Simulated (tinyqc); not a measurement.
Geometry relaxation of a small cluster: one step, computed by the program tinyqc. Command: `OMP_NUM_THREADS=1 python tinyqc.py 3024615 3024616 out.jsonl relax walk`. One thread of a shared host (Intel(R) Xeon(R) Processor @ 2.30GHz), about 0.02 s of CPU time with the checks.

E = sum_i {sum_j A exp(-p (r_ij/r0 - 1)) - xi sqrt(rho_i)}, rho_i = sum_j exp(-2 q (r_ij/r0 - 1)); the force on i is -sum_j w_ij (R_i - R_j)/r_ij with w_ij = -(2p/r0) A exp(-p (r_ij/r0 - 1)) + (xi q/r0) exp(-2 q (r_ij/r0 - 1)) (rho_i^(-1/2) + rho_j^(-1/2)).

Problem. The first two steps. FIRE with unit mass: if F.v > 0, v = (1 - a) v + a |v| F/|F|, and after more than 5 such steps in a row dt = min(1.1 dt, 5 dt0), a = 0.99 a; else v = 0, a = 0.1, and dt = dt/2 (not at the first step). Then v = v + dt F, R(new) = R + dt v. dt0 = sqrt(eta), a = 0.1 at first. No atom moves more than 0.3 angstrom a step (the whole step is scaled). Stop when the largest force component is below 1e-5 eV/angstrom.

Inputs (values chosen for the exercise, for model atoms):

| quantity | value | unit |
|---|---|---|
| length r0 | 3.08 | angstrom |
| repulsion A | 0.14 | eV |
| hopping xi | 1.76 | eV |
| decay p | 11.4 | - |
| decay q | 3.14 | - |
| step factor eta | 0.034 | angstrom^2/eV |

Potential: Gupta. Method: FIRE.

starting positions (angstrom):
```
           x      y     z
atom 1  0.06   0.29  0.07
atom 2     3  -0.03  0.15
atom 3  1.37   2.62     0
```

Give: positions after step 1; energy after step 1; positions after step 2; energy after step 2.

Solution.

positions after step 1 (angstrom):
```
             x       y       z
atom 1  0.0951  0.2800  0.0712
atom 2  2.9412  0.0073  0.1471
atom 3  1.3936  2.5927  0.0017
```

energy after step 1 = -7.3528 eV

positions after step 2 (angstrom):
```
             x       y       z
atom 1  0.1455  0.2483  0.0737
atom 2  2.8384  0.0772  0.1418
atom 3  1.4461  2.5546  0.0045
```

energy after step 2 = -7.5277 eV
